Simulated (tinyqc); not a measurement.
Worked calculation: inverse iteration on a symmetric matrix. Computed by tinyqc, a small Python program that keeps every step. Settings: method = inverse, shift = 0.17. Command: `OMP_NUM_THREADS=1 python tinyqc.py 21978 21979 out.jsonl` (the two numbers bound the seeds that draw the settings). One thread of a shared host (Intel(R) Xeon(R) Processor @ 2.60GHz), about 0.01 s of CPU time with the checks.

## Step 1

A:
$$\begin{pmatrix}
0.577000 & 0.612000 & 0.233000 & -0.330000 \\
0.612000 & 0.804000 & 0.555000 & -0.636000 \\
0.233000 & 0.555000 & 0.841000 & -0.511000 \\
-0.330000 & -0.636000 & -0.511000 & 1.370000
\end{pmatrix}$$

vector v at the start: [0.500000, 0.500000, 0.500000, 0.500000]

shift = 0.170000

solve (A - shift) w = v; v' = w/|w| with its largest component positive (the first on a tie); lambda = v'^T A v'.

vector after step 1: [0.289974, 0.428910, 0.467190, 0.716718]

Rayleigh quotient after step 1 = 0.651121

## Step 2

As before.

vector after step 2: [0.348367, 0.117808, 0.621588, 0.691658]

Rayleigh quotient after step 2 = 0.591883

## Step 3

As before.

vector after step 3: [-0.263077, 0.555249, 0.465576, 0.636968]

Rayleigh quotient after step 3 = 0.434668

## Course of the iteration

Stop when the residual |A v - lambda v| is below 1e-9.

Steps:
```
step      lambda  residual
1     0.65112116  1.56e-01
2     0.59188272  1.56e-01
3     0.43466837  2.67e-01
4     0.18678663  2.61e-01
5     0.05478916  1.53e-01
6     0.01787838  7.70e-02
7     0.00885019  3.85e-02
8     0.00660247  1.95e-02
9     0.00602783  9.91e-03
10    0.00587866  5.06e-03
11    0.00583965  2.59e-03
12    0.00582942  1.33e-03
13    0.00582673  6.82e-04
14    0.00582602  3.49e-04
15    0.00582583  1.79e-04
16    0.00582579  9.19e-05
17    0.00582577  4.71e-05
18    0.00582577  2.42e-05
19    0.00582577  1.24e-05
20    0.00582577  6.36e-06
21    0.00582577  3.26e-06
22    0.00582577  1.67e-06
23    0.00582577  8.57e-07
24    0.00582577  4.40e-07
25    0.00582577  2.25e-07
26    0.00582577  1.16e-07
27    0.00582577  5.93e-08
28    0.00582577  3.04e-08
29    0.00582577  1.56e-08
30    0.00582577  8.00e-09
```

all eigenvalues, for comparison: [0.005826, 0.490133, 0.666750, 2.429291]

Not converged in 30 steps: the residual falls only by the ratio of the two smallest distances of eigenvalues from the shift, 0.51 a step.
